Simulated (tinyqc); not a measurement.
Cluster expansion of a binary alloy: correlations, fit, cross-validation and ground states: one step, computed by the program tinyqc.

s = +1 for A and -1 for B. Energy per site E = J0 + J1 P(point) + sum over clusters of m V P, with P the mean product of spins; V > 0 on a pair favours unlike neighbours. Clusters per site m: pair 1 6, pair 2 3, pair 3 12, triplet 8; the triplet is the triangle of first neighbours. Formation energies are counted from the line between pure A and pure B, which removes J0 and J1.

Task: Normal equations for V1, V2, Vt. Leave out pair 3: A = X^T X and b = X^T E (E being the data with noise) over these three columns; solve A V = b. The root-mean-square error runs over the structures between the pure ends.

Lattice: fcc.

X:
```
,pair 1,pair 2,pair 3,triplet
A,0.00000,0.00000,0.00000,0.00000
A3B L1_2,-6.00000,0.00000,-12.00000,-8.00000
A3B D0_22,-6.00000,-1.00000,-8.00000,-8.00000
A3B (001) layers,-4.00000,-1.00000,-12.00000,0.00000
A2B (001) layers,-5.33333,-1.33333,-16.00000,0.00000
AB L1_0,-8.00000,0.00000,-16.00000,0.00000
AB L1_1,-6.00000,-6.00000,-12.00000,0.00000
A2B2 (001) layers,-4.00000,-2.00000,-16.00000,0.00000
AB2 (001) layers,-5.33333,-1.33333,-16.00000,0.00000
AB3 L1_2,-6.00000,0.00000,-12.00000,8.00000
AB3 D0_22,-6.00000,-1.00000,-8.00000,8.00000
AB3 (001) layers,-4.00000,-1.00000,-12.00000,0.00000
B,0.00000,0.00000,0.00000,0.00000
```

data (meV/site): A 0.00000, A3B L1_2 43.81090, A3B D0_22 42.22130, A3B (001) layers 30.02230, A2B (001) layers 43.44267, AB L1_0 58.20910, AB L1_1 41.34730, A2B2 (001) layers 32.24190, AB2 (001) layers 41.99617, AB3 L1_2 41.66300, AB3 D0_22 36.06610, AB3 (001) layers 30.23570, B 0.00000

Give: matrix A; b; fitted V1, V2, Vt; root-mean-square error of the three-cluster fit.

Result:

matrix A:
```
,V1,V2,Vt
V1,348.9,78.2,0.0
V2,78.2,47.6,0.0
Vt,0.0,0.0,256.0
```

b (meV): [-2522, -565, -66]

fitted V1, V2, Vt (meV): [-7.232, 0.014, -0.259]

root-mean-square error of the three-cluster fit = 2.933 meV/site
